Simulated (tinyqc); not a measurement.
# Pillar capacitor in an array: capacitance, non-linearity, leakage and relaxation: cell against the diameter of the pillar

A film between two metal electrodes, each interface adding a series capacitance ci. The small-signal permittivity is ek (1 + aq E^2); the field is found with the linear permittivity. Leakage J = J0 sinh(E/Ef). After a voltage step the film passes a relaxation current kr C V tt^(-nr), tt being the time in seconds. The sidewall is a coaxial capacitor with radii a = dm/2 and b = dm/2 + t, depth AR dm; the end face is left out.

Per length 1/c = ln(b/a)/(2 pi eps0 ek) + (1/a + 1/b)/(2 pi ci); cell capacitance c AR dm; per footprint over pt^2; fields c V/(2 pi eps0 ek r) at r = a and b; resistance of the inner electrode rho AR dm/(pi a^2); time constant R C/3 of the distributed line. The pitch is scaled as pt dm/(24 nm).

Values chosen for this exercise; permittivity of the order of that of zirconium oxide:
```
symbol,value,unit,meaning
ek,34.6,,relative permittivity of the film
t,6.2,nm,film thickness
ci,1000,uF/cm^2,capacitance of each electrode interface (dead layer and screening)
V,1.4,V,bias
AR,50,,"aspect ratio, depth over diameter"
pt,47,nm,pitch of the square array
rho,380,uohm cm,resistivity of the inner electrode
```

Constants: eps0 = 8.8541878128e-14 F/cm where lengths are in cm. Results are converted to the units shown.

Result of one run:
```
dm (nm)	cell capacitance (fF)	per footprint (uF/cm^2)	field at a (MV/cm)	field at b (MV/cm)	R (kohm)	R C/3 (ps)
69	39.787	217.91	2.4312	2.0609	3.5060	46.498
```

What becomes of these results when the diameter of the pillar dm is changed from 69 to 39 nm, all else the same?

Result of the changed run:
```
dm (nm)	cell capacitance (fF)	per footprint (uF/cm^2)	field at a (MV/cm)	field at b (MV/cm)	R (kohm)	R C/3 (ps)
39	13.461	230.77	2.5748	1.9536	6.2030	27.833
```

The whole series:
```
dm (nm)	cell capacitance (fF)	per footprint (uF/cm^2)	field at a (MV/cm)	field at b (MV/cm)	R (kohm)	R C/3 (ps)
22	4.6888	252.61	2.8184	1.8025	10.996	17.186
29	7.7621	240.66	2.6851	1.8809	8.3419	21.584
39	13.461	230.77	2.5748	1.9536	6.2030	27.833
52	23.170	223.43	2.4929	2.0129	4.6522	35.931
69	39.787	217.91	2.4312	2.0609	3.5060	46.498
93	70.811	213.48	2.3819	2.1016	2.6012	61.399
120	116.30	210.59	2.3496	2.1295	2.0160	78.150
```

As dm goes from 22 to 120, the cell capacitance rises from 4.69 to 116 fF, the capacitance per footprint falls from 253 to 211 uF/cm^2, the ratio of the two fields falls from 1.56 to 1.10 and R C/3 rises from 17.2 to 78.1 ps; the time constant goes as dm^(0.82) between the first two rows and dm^(0.95) between the last two.

Numbers from tinyqc (`OMP_NUM_THREADS=1 python tinyqc.py 2102137 2102138 out.jsonl`; about 0.01 s on one thread of a shared Intel Xeon 2.30GHz).
